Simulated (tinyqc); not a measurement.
# Stacked nanosheet transistor, parasitic resistance, capacitance and delay, step by step

tinyqc, about 0.08 s, one thread, Intel Xeon 2.30GHz (shared host): `OMP_NUM_THREADS=1 python tinyqc.py 2170041 2170042 out.jsonl` Printed values are rounded.

Ns sheets share one contact on top; each has perimeter p = 2 (Ws + ts) and cross-section A = Ws ts; contact width Wc = Ws + 10 nm, stack height Hs = Ns pv. Sheet 1 is the top one. Contact length Lc = CPP - Lg - 2 Lsp, shared by two neighbouring gates. Source and drain sides are equal. The formulas are first-order estimates, not field solutions.

Values chosen for this exercise; values close to those of silicon logic devices:

| symbol | value | unit | meaning |
|---|---|---|---|
| T | 300 | K | temperature |
| Ns | 3 |  | number of sheets |
| Ws | 20 | nm | sheet width |
| ts | 5 | nm | sheet thickness |
| pv | 12 | nm | vertical pitch of the sheets |
| rv | 242 | ohm | vertical resistance between sheet levels |
| CPP | 42 | nm | contacted gate pitch |
| Lg | 16 | nm | gate length |
| Lsp | 7 | nm | spacer length |
| ks | 4 |  | relative permittivity of the spacer |
| Hc | 30 | nm | gate height above the channel stack |
| rc | 1.3e-9 | ohm cm^2 | contact resistivity |
| re | 0.00039 | ohm cm | resistivity of the source-drain epitaxy |
| te | 20 | nm | current-carrying depth of the epitaxy |
| rx | 0.0014 | ohm cm | resistivity of the extension |
| Lov | 1 | nm | gate overlap |
| Cinv | 2.3 | uF/cm^2 | inversion capacitance |
| vx | 9.3e6 | cm/s | injection velocity |
| mu | 150 | cm^2/(V s) | apparent mobility |
| VT | 0.28 | V | threshold at zero drain voltage |
| dl | 0.078 | V/V | barrier lowering |
| n | 1.15 |  | subthreshold factor |
| Cw | 0.21 | fF | wire load |
| Vdd | 0.65 | V | supply voltage |

Constants: q = 1.602176634e-19 C, kB = 1.380649e-23 J/K, eps0 = 8.8541878128e-12 F/m, Vt = kB T/q. Results are converted to the units shown.

## Geometry and resistances

Epitaxy sheet resistance Rsh = re/te, transfer length LT = sqrt(rc/Rsh), contact Rc = [sqrt(rc Rsh)/Wc] coth(Lc/(2 LT)); extension of one sheet Rx = rx Lsp/A. Effective width N p; for equal currents and rv = 0 one side has Rc + Rx/N.

Lc = 12 nm
effective width = 150 nm
Rsh = 195 ohm
LT = 25.8199 nm
Rc = 735.176 ohm
Rx = 980 ohm
one side times effective width = 159.276 ohm um

Lc/2 is 0.23 transfer lengths, and Rc is 1.8 % above the area limit rc/(Wc Lc/2). The contact makes up 69.2 % of one side.

## Capacitances

With N sheets: gate Cg = Cinv p N Lg; per side, plate Cp = ks eps0 [Wc (Hs + Hc) - N A]/Lsp, top fringe Cf = (2/pi) ks eps0 Wc ln(1 + Lg/(2 Lsp)), overlap Co = Cinv p N Lov. Cs = Cp + Cf + Co. An inverter of two such devices driving an equal one has the load CL = 2 (Cg + 2 Cs) + 4 Cs + Cw (its own drains counted twice for the Miller effect).

Cg = 55.2 aF
Cp = 8.50002 aF
Cf = 0.515519 aF
Co = 3.45 aF
CL = 420.124 aF

The channel capacitance gives 26.3 % of CL, the parasitic parts 23.7 % and the wire 50.0 %.

## Iteration 1: sheet currents at Vgs = Vdd, Vds = Vdd/2

I at the start (uA): sheet 1 0, sheet 2 0, sheet 3 0

One sheet: I = p Q vx u/(1 + |u|^1.8)^(1/1.8), Q = Cinv n Vt ln(1 + exp((Vg' - VT + dl Vd')/(n Vt))), u = Vd' mu/(vx Lg), Vg' = Vgs - v, Vd' = Vds - 2 v, with the drop on each side v_j = Rc sum I + rv (sum over levels k = 2..j of the current of sheets k..Ns) + Rx I_j. I(new) = I + 0.5 (I(out) - I).

drop v (mV): sheet 1 0, sheet 2 0, sheet 3 0
I(out) (uA): sheet 1 39.7397, sheet 2 39.7397, sheet 3 39.7397
I after iteration 1 (uA): sheet 1 19.8698, sheet 2 19.8698, sheet 3 19.8698

## Iteration 2: sheet currents at Vgs = Vdd, Vds = Vdd/2

As before.

drop v (mV): sheet 1 63.2959, sheet 2 72.9129, sheet 3 77.7214
I(out) (uA): sheet 1 29.9485, sheet 2 28.2174, sheet 3 27.3093
I after iteration 2 (uA): sheet 1 24.9091, sheet 2 24.0436, sheet 3 23.5895

## Course of the iteration: sheet currents at Vgs = Vdd, Vds = Vdd/2

Stop when the largest change of I is below 1e-6 uA, or after 80 iterations.

Course of the iteration:
```
iteration  total I (uA)  largest |change| of one entry (uA)
1               59.6095                                19.9
2               72.5423                                5.04
3               74.5170                                1.20
4               74.8040                               0.344
5               74.8596                               0.118
6               74.8748                              0.0436
7               74.8800                              0.0165
8               74.8818                             6.28e-3
9               74.8825                             2.40e-3
10              74.8828                             9.15e-4
11              74.8829                             3.50e-4
12              74.8830                             1.34e-4
13              74.8830                             5.11e-5
14              74.8830                             1.96e-5
15              74.8830                             7.49e-6
16              74.8830                             2.87e-6
17              74.8830                             1.10e-6
18              74.8830                             4.21e-7
```

Converged in 18 iterations. At the end each change is about 0.38 times the one before: linear convergence. The bottom sheet carries 88.6 % of the current of the top one.

## Effective current, delay and energy

IH = I(Vdd, Vdd/2) = 74.8830 uA
IL = I(Vdd/2, Vdd), solved likewise = 21.6461 uA

Ieff = (IH + IL)/2, delay CL Vdd/(2 Ieff), energy CL Vdd^2, with CL the load of an inverter that drives an equal one.

Ieff = 48.2645 uA
delay = 2.82900 ps
energy = 177.503 aJ

Without any series resistance Ieff would be 74.9 uA, so the resistances cost 35.5 %.
